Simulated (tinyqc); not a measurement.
Which input was changed? Model: donor in an ellipsoidal valley (Kohn-Luttinger variational method). Computed by tinyqc, a small Python program. Command: `OMP_NUM_THREADS=1 python tinyqc.py 3026220 3026221 out.jsonl kohnlutt which`. One thread of a shared host (Intel(R) Xeon(R) Processor @ 2.30GHz), about 0.5 s of CPU time with the checks.

H = -(d^2/dx^2 + d^2/dy^2) - gamma d^2/dz^2 - 2/r in units built on m_t, with gamma = m_t/m_l and z along the valley axis. One valley; no valley-orbit or central-cell term.

Inputs (values chosen for the exercise, modelled on silicon): transverse mass m_t = 0.193 m_0; longitudinal mass m_l = 0.899 m_0; dielectric constant eps = 11.2.

Constants: Ry = 13.605693123 eV; a_0 = 0.529177210903 angstrom.

Method:
- Ry* = Ry m_t/eps^2, a* = a_0 eps/m_t, gamma = m_t/m_l.
- Trial function exp(-sqrt((x^2 + y^2)/a^2 + z^2/b^2)) with beta = b/a < 1: E = t/a^2 - u/a, t = (2 + gamma/beta^2)/3, u = 2 arcsin(sqrt(1 - beta^2))/sqrt(1 - beta^2); the best a is 2 t/u and E(beta) = -u^2/(4 t).
- Golden-section search on beta from 0.05 to 0.999, 60 steps.
- Gaussian basis: g = P exp(-al (x^2 + y^2) - be z^2) with P = 1 (s-like), z (2p0) or x (2p+-); al = 0.004 x 2.6^k, k = 0..11, and be/al = 1, gamma^(-1/2) or 1/gamma (36 functions); 1/r = (2/sqrt(pi)) int exp(-t^2 r^2) dt by 48 Gauss-Legendre points after t = sqrt(al_i + al_j) tan(theta); overlap eigenvalues below 1e-10 are dropped.

Problem. One of these inputs alone was changed, within the range given: transverse mass m_t (0.0965 to 0.386); longitudinal mass m_l (0.4495 to 1.798); dielectric constant eps (5.6 to 22.4). Which one, and to what value?

Results; columns: (1) run; (2) radius b of the 1s trial function (angstrom); (3) radius a of the 1s trial function (angstrom); (4) 2p+- binding energy (meV):
```
(1)          (2)       (3)       (4)
before  13.42093  23.09567  6.692800
after   12.71987  22.71719  6.780100
```

Solution.

Each candidate set to reproduce radius b of the 1s trial function, and what it then gives:
```
candidate                     range searched  value needed  radius a of the 1s trial function (angstrom)  2p+- binding energy (meV)
transverse mass m_t (m_0)    0.0965 to 0.386        0.2152                                        21.071                     7.3621
longitudinal mass m_l (m_0)  0.4495 to 1.798        1.0000                                        22.717                     6.7801
dielectric constant eps          5.6 to 22.4         10.61                                        21.889                     7.4509
```

Only longitudinal mass m_l fits every result: it went from 0.899 to 1.000 m_0. The next best candidate, transverse mass m_t, misses one result by 8.6 %.
